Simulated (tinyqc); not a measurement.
# Changing the diffusion length L

Model: surface photovoltage measurement of the minority-carrier diffusion length in a wafer. Computed by tinyqc, a small Python program. Command: `OMP_NUM_THREADS=1 python tinyqc.py 3130398 3130399 out.jsonl spv sweep`. One thread of a shared host (Intel(R) Xeon(R) Processor @ 2.30GHz), about 0.01 s of CPU time with the checks.

Low injection, steady light, a depletion layer much thinner than 1/alpha and L. The excess density dn is taken at the front edge of the neutral region; light that reaches the back is lost.

Inputs (values chosen for the exercise, modelled on p-type silicon at room temperature):
```
quantity                                             value        unit
wafer thickness W                                      775  micrometre
diffusivity D                                         27.3      cm^2/s
front recombination velocity S_f                      1200        cm/s
back recombination velocity S_b                     320000        cm/s
photon flux entering                               7.4e+11  1/(cm^2 s)
minority density at the surface barrier scale n_0  2.1e+08      1/cm^3
temperature T                                          298           K
wavelength                                             878          nm
relative noise of each reading                         0.2           %
```

normal deviates g for the noise: -0.55  -0.20  -1.08  -0.79  0.08  1.15  -0.03

Constants: k_B = 8.617333262e-05 eV/K.

Method:
- alpha = (84.732/lambda - 76.417)^2 per cm with lambda in micrometre (an empirical fit for silicon between 0.7 and 1.05 micrometre).
- Thick wafer: dn = Phi L/((S_f + D/L)(L + 1/alpha)). Finite wafer, with s = S_b L/D, w = W/L, a = alpha L: dn = [Phi a/(a^2 - 1)] [a - B - exp(-alpha W)(a - s)/(cosh w + s sinh w)]/(S_f + B D/L), B = (sinh w + s cosh w)/(cosh w + s sinh w).
- Photovoltage V = (k_B T/e) ln(1 + dn/n_0). Lifetime = L^2/D.
- Readings y = (Phi/dn) (1 + noise x g) at 780, 830, 880, 920, 950, 975 and 995 nm; a least-squares line y = c (1/alpha + L_app) gives L_app = intercept/slope.

One run for each value; columns: (1) diffusion length L (micrometre); (2) apparent length L_app (micrometre); (3) error of L_app (rounded to 0.001) (%); (4) dn, finite wafer (1/cm^3); (5) B:
```
(1)      (2)      (3)         (4)     (5)
8       7.94   -0.697  5.1125e+06  1.0000
15     14.92   -0.500  1.4383e+07  1.0000
29     28.88   -0.411  3.7596e+07  1.0000
54     53.78   -0.401  8.1086e+07  1.0000
100    99.54   -0.460  1.5090e+08  1.0000
190   188.30   -0.896  2.4816e+08  1.0006
370   343.65   -7.120  3.5299e+08  1.0306
700   499.15  -28.692  4.2025e+08  1.2446
1300  583.87  -55.087  4.4823e+08  1.8699
2500  616.63  -75.335  4.5786e+08  3.3250
```

Over the rows, apparent length L_app (micrometre) rises from 7.94 to 617 (exponent d ln y / d ln x 1.0 between the first rows and 0.083 between the last); error of L_app (rounded to 0.001) (%) goes from -0.697 through a maximum among these rows, -0.401 at 54.0, to -75.3; dn, finite wafer (1/cm^3) rises from 5.11e6 to 4.58e8 (exponent d ln y / d ln x 1.6 between the first rows and 0.033 between the last).

Extremes, crossings and ranges named in words are read from the listed rows.
